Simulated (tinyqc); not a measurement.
From I_sub/I_D back to junction depth x_j: lateral field, substrate current, probability of reaching the oxide barrier and hot-carrier lifetime of a silicon transistor (pseudo-two-dimensional and lucky-electron models). Computed by tinyqc, a small Python program. Command: `OMP_NUM_THREADS=1 python tinyqc.py 3028126 3028127 out.jsonl hotcar inv`. One thread of a shared host (Intel(R) Xeon(R) Processor @ 2.30GHz), about 0.01 s of CPU time with the checks.

Local-field models: a lucky carrier gains its energy at the peak field over a path free of collisions. Voltages are magnitudes.

Inputs (values chosen for the exercise, modelled on a silicon p-channel):

| quantity | value | unit |
|---|---|---|
| channel length L | 320 | nm |
| oxide thickness t | 6 | nm |
| mobility mu | 100 | cm^2/(V s) |
| saturation velocity v_s | 0.68 | 1e7 cm/s |
| threshold voltage V_T | 0.76 | V |
| gate voltage V_G | 1.3 | V |
| drain voltage V_D | 3.2 | V |
| ionisation prefactor A_i | 7.9e+06 | 1/cm |
| ionisation field B_i | 3.56 | MV/cm |
| hot-carrier mean free path lambda | 4.5 | nm |
| oxide barrier phi_b | 4.6 | eV |
| interface-trap threshold phi_it | 4.5 | eV |
| lifetime constant H | 200 | s microampere/micrometre |

Drain: abrupt.

Constants: eps_0 = 8.8541878128e-12 F/m.

Method:
- C_ox = 3.9 eps_0/t; F_sat = 2 v_s/mu; V_Dsat = V_ov F_sat L/(V_ov + F_sat L), V_ov = V_G - V_T; I_D/W = C_ox v_s (V_ov - V_Dsat).
- Scale length l = 0.22 t^(1/3) x_j^(1/2) (all in cm); F_m = sqrt(((V_D - V_Dsat)/l_e)^2 + F_sat^2), with l_e = l; length of the velocity-saturated region l_e ln((V_D - V_Dsat)/(l_e F_sat) + F_m/F_sat).
- Substrate current I_sub/I_D = (A_i/B_i)(V_D - V_Dsat) exp(-B_i/F_m); probability of reaching the oxide barrier exp(-phi_b/(e lambda F_m)); lifetime tau = (H/(I_D/W)) exp(phi_it/(e lambda F_m)).

Problem. A run gave the result below. Find the junction depth x_j, known to lie between 67 and 130 nm.

I_sub/I_D = 0.007638374

Solution.

Each step takes the trial c = (a f_b - b f_a)/(f_b - f_a), f being the result less the target and a, b, c the logarithms of the listed values; c replaces end b, the old b replaces a if the sign of f changed, and otherwise f_a is halved.

Scan of the range:

| junction depth x_j (nm) | I_sub/I_D |
|---|---|
| 67.0 | 0.0133571 |
| 74.8 | 0.0096447 |
| 83.6 | 0.0068365 |
| 93.3 | 0.0047937 |
| 104.0 | 0.0033236 |
| 116.0 | 0.0022642 |
| 130.0 | 0.0014921 |

False position (Illinois rule, in the logarithm of the input) inside the bracket:

| step | end a | end b | trial | I_sub/I_D |
|---|---|---|---|---|
| 1 | 74.8000 | 83.6000 | 80.9865 | 0.00755434 |
| 2 | 74.8000 | 80.9865 | 80.4906 | 0.00770050 |
| 3 | 80.9865 | 80.4906 | 80.7010 | 0.00763808 |
| 4 | 80.4906 | 80.7010 | 80.7000 | 0.00763837 |
| 5 | 80.4906 | 80.7000 | 80.7000 | 0.00763838 |
| 6 | 80.7000 | 80.7000 | 80.7000 | 0.00763837 |

I_sub/I_D falls at every point of a 13-point scan of the range (every second point is shown), so one value fits; it is bracketed by 74.8 and 83.6. Answer: junction depth x_j = 80.70 nm.
